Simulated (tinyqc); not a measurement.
Inside a calculation: spherical quantum dot. Values are carried at full precision from step to step, so a last printed digit may differ when a step is redone from the rounded ones.

With hard walls E = c (x/R)^2/mw, x a zero of j_l: 1s 3.141593; 2s 6.283185; 1p 4.493409; 2p 7.725252; 1d 5.763459; 2d 9.095011; 1f 6.987932; 2f 10.417119.

Constants: hbar^2/2m0 = 3.80998211 eV angstrom^2; e^2/(4 pi eps0) = 14.39964547 eV angstrom; Ry = 13.60569312 eV; a0 (Bohr radius) = 0.5291772105 angstrom; hc = 1239.841984 eV nm.

Parameters, chosen for this exercise (near those of a non-polar GaN dot in AlN; shifted at random, so the results belong to these values and not to a real crystal):
- R = 21 angstrom (radius)
- mw = 0.202 m0 (mass inside)
- V0 = 1.884 eV (barrier height)
- mb = 0.319 m0 (mass outside)
- E = 0.2549 eV (trial energy)
- Eg = 3.485 eV (bulk gap)
- mh = 0.6 m0 (hole mass)
- eps = 9.8 (dielectric constant inside)
- eps_o = 6.7 (dielectric constant beyond a thin barrier shell (oxide or ligands))

## Hard-wall levels

The six lowest of these, with their orbital degeneracy; c = hbar^2/2m0.

Hard walls:

| state | degeneracy | x | E (eV) |
|---|---|---|---|
| 1s | 1 | 3.1416 | 0.4221 |
| 1p | 3 | 4.4934 | 0.8635 |
| 1d | 5 | 5.7635 | 1.4207 |
| 2s | 1 | 6.2832 | 1.6885 |
| 1f | 7 | 6.9879 | 2.0885 |
| 2p | 3 | 7.7253 | 2.5525 |

Shells close, with spin and per valley, at 2, 8, 18, 20 electrons; levels above about 0.3 eV are beyond a parabolic mass, and anisotropic valleys split the shells. The real barrier, V0 = 1.884 eV, lies below 2 values at the end of the list.

## The matching condition at a trial energy

A sphere of radius R, isotropic masses, c = hbar^2/2m0, k = sqrt(mw E/c), kappa = sqrt(mb (V0 - E)/c). State n l is the spherical Bessel function j_l(k r) inside and k_l(kappa r) outside; psi and psi'/m are continuous: (k/mw) j_l'(kR)/j_l(kR) = (kappa/mb) k_l'(kappa R)/k_l(kappa R). For l = 0 this reads kR cot(kR) = 1 - (mw/mb)(1 + kappa R).

Both sides for the lowest state, in the form for l = 0.

k R = 2.4413
kappa R = 7.7558
left side = -2.8966
right side = -4.5444

The left side falls with E and the right side rises; here the left is the larger, so the level lies above the trial energy.

## Bound levels

All roots below V0 for angular numbers 0 to 3, two each at most; the last column is the ratio to the hard-wall level.

Finite barrier:

| state | degeneracy | E (eV) | k R | E/E(hard) |
|---|---|---|---|---|
| 1s | 1 | 0.2923 | 2.6141 | 0.692 |
| 1p | 3 | 0.5968 | 3.7355 | 0.691 |
| 1d | 5 | 0.9756 | 4.7761 | 0.687 |
| 2s | 1 | 1.1649 | 5.2190 | 0.690 |
| 1f | 7 | 1.4163 | 5.7546 | 0.678 |
| 2p | 3 | 1.7200 | 6.3416 | 0.674 |

6 levels of these are bound; the lowest reaches 69 % of its hard-wall value.

## Lowest optical transition

Brus estimate with the correlation term of Kayanuma, both carriers between hard walls: E = Eg + c (pi/R)^2 (1/mw + 1/mh) - 1.786 q/(eps R) - 0.248 Ry*, with q = e^2/(4 pi eps0), Ry* = Ry mu/eps^2, 1/mu = 1/mw + 1/mh, a* = a0 eps/mu, c = hbar^2/2m0. It assumes R below about a*.

Give the terms and the wavelength hc/E.

mu = 0.1511 m0
a* = 34.3 angstrom

confinement, Coulomb and correlation terms (eV): 0.5642  -0.1250  -0.0053

E = 3.9190 eV
wavelength = 316.4 nm

R/a* = 0.61: strong confinement, as the formula assumes. For the electron, hard walls give 130 meV more than the finite barrier.

## Charging energy

Two electrons in the hard-wall 1s state repel by U = 1.786 q/(eps R) + q (1/eps_o - 1/eps)/R, the second term from the polarisation of the surface; q = e^2/(4 pi eps0). The addition energies are U for the second electron and U + E(1p) - E(1s) for the third, with U taken as constant and hard-wall levels.

direct term = 125.0 meV
polarisation term = 32.4 meV

addition energies (meV): 157.3  598.8

## Checks

- Lowest level by radial finite differences against the matching condition, eV: both 0.2923.

Program tinyqc; command `OMP_NUM_THREADS=1 python tinyqc.py 1251881 1251882 out.jsonl`; about 0.04 s on one thread of a shared Intel(R) Xeon(R) Processor @ 2.30GHz.
